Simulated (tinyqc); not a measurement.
Length of a polyene: Hueckel, PPP and singles CI along the polyenes. Computed by the program tinyqc. 

All-trans chains of carbon centres 1.40 angstrom apart:
```
parameter                               value
beta (eV), times 1 +/- alternation  -2.520000
alternation                          0.100000
W (eV)                              11.160000
gamma_rr (eV)                       10.360000
repulsion formula                        Ohno
```

Hueckel uses the same beta without repulsion; CIS keeps all single excitations and so misses the low, doubly excited 2Ag state. W is the valence ionisation energy of a centre, MN the Mataga-Nishimoto formula, f the oscillator strength.

Gaps and excitations (eV):
```
centres  Hueckel gap  PPP orbital gap  bright singlet (CIS)      f  lowest triplet (CIS)
2              5.544           12.843                 7.074  0.607                 4.014
4              3.722           10.294                 5.574  1.107                 2.957
6              2.889            9.023                 4.720  1.537                 2.456
8              2.419            8.279                 4.184  1.923                 2.189
10             2.120            7.802                 3.823  2.276                 2.033
12             1.913            7.475                 3.568  2.609                 1.935
```

The Hueckel gap tends to 4 x alternation x |beta| = 1.01 eV for long chains. Exchange opens the PPP orbital gap, and the attraction of electron and hole brings the bright state 3.91 eV below it at 12 centres; the triplet lies 1.63 eV lower still.
